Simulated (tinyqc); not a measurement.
# Worked calculation: double-gate transistor, scale length and short-channel effects

tinyqc, about 0.01 s, one thread, Intel Xeon 2.30GHz (shared host): `OMP_NUM_THREADS=1 python tinyqc.py 2420069 2420070 out.jsonl` Printed values are rounded.

A body of thickness ts between two insulators of thickness ti and two tied gates. Below threshold the potential that source and drain add obeys Laplace's equation and vanishes on the gate. Its lowest mode decays along the channel as exp(-k y); k is the smallest positive root of the matching condition at the interface, and the scale length is Lambda = pi/k.

Inputs (values chosen for the exercise); permittivities: semiconductor close to that of silicon, insulator close to that of silicon nitride: temperature T = 325 K; relative permittivity of the semiconductor eps_r = 11.7; relative permittivity of the insulator ei = 7.47; insulator thickness ti = 2.7 nm; body thickness ts = 6.5 nm; channel length L = 23 nm; potential of the source Vbi = 0.94 V; potential of the barrier top at threshold sT = 0.55 V; long-channel threshold VTL = 0.28 V; long-channel body factor m = 1; drain voltage Vds = 0.7 V.

Constants: q = 1.602176634e-19 C, kB = 1.380649e-23 J/K, Vt = kB T/q. Results are converted to the units shown.

## Scan of the matching condition

k, point 0 to 7 (1/nm): 0.03375  0.0675  0.10125  0.135  0.16875  0.2025  0.23625  0.27

f(k) = ei cos(k ti) cos(k ts/2) - eps_r sin(k ti) sin(k ts/2).

f(k), point 0 to 7: 7.277752  6.708750  5.785905  4.546379  3.040092  1.327711  -0.521783  -2.433870

The first change of sign lies between k = 0.2025 and 0.23625 1/nm.

## Iteration 1: decay constant by Newton steps

k at the start = 0.2025 1/nm

f(k) = ei cos(k ti) cos(k ts/2) - eps_r sin(k ti) sin(k ts/2); f' by a central difference with +/- 1e-5 1/nm; k(new) = k - f/f'.

f = 1.327711
f' = -53.12571 nm
k after iteration 1 = 0.2274919 1/nm

## Iteration 2: decay constant by Newton steps

As before.

f = -0.03275016
f' = -55.54538 nm
k after iteration 2 = 0.2269023 1/nm

## Course of the iteration: decay constant by Newton steps

Stop when k changes by less than 1e-10 1/nm, or after 30 iterations.

Course of the iteration:
```
iteration   k (1/nm)  |change| (1/nm)
1          0.2274919           0.0250
2          0.2269023          5.90e-4
3          0.2269020          2.28e-7
4          0.2269020         3.45e-14
```

Converged in 4 iterations. At the end the number of correct digits about doubles with each step.

## Scale length against simple estimates

k = 0.2269020 1/nm

Lambda = pi/k and l = 1/k. A parabolic potential across the structure gives l(parabolic) = sqrt((eps_r/(2 ei)) ts ti (1 + ei ts/(4 eps_r ti))).

Lambda = 13.84559 nm
l = 4.407188 nm
l(parabolic) = 4.361792 nm

The parabolic estimate is 1.0 % below l.

## Threshold shift, barrier position and swing

Along the channel psi(y) = s + a exp(y/l) + b exp(-y/l) with psi(0) = Vbi, psi(L) = Vbi + Vds and l = 1/k = Lambda/pi; with A = Vbi - s, B = A + Vds, x = exp(-L/l): a = (B - A x) x/(1 - x^2), b = (A - B x)/(1 - x^2). The minimum is s + 2 sqrt(a b), at y = (l/2) ln(b/a). The long-channel potential follows the gate as s = sT + (Vg - VTL)/m, and the threshold VT is the gate voltage at which the minimum equals sT. Swing = m Vt ln 10/g at threshold, g = d(minimum)/ds = 1 - (b x + a)/((1 + x) sqrt(a b)).

s at threshold = 0.4362780 V
a = 0.006502509 V
b = 0.4972195 V
position of the minimum = 9.556643 nm
VT = 0.1662780 V
swing = 76.84620 mV/decade

The threshold lies 114 mV below the long-channel value, and the barrier top sits at 0.42 L from the source.
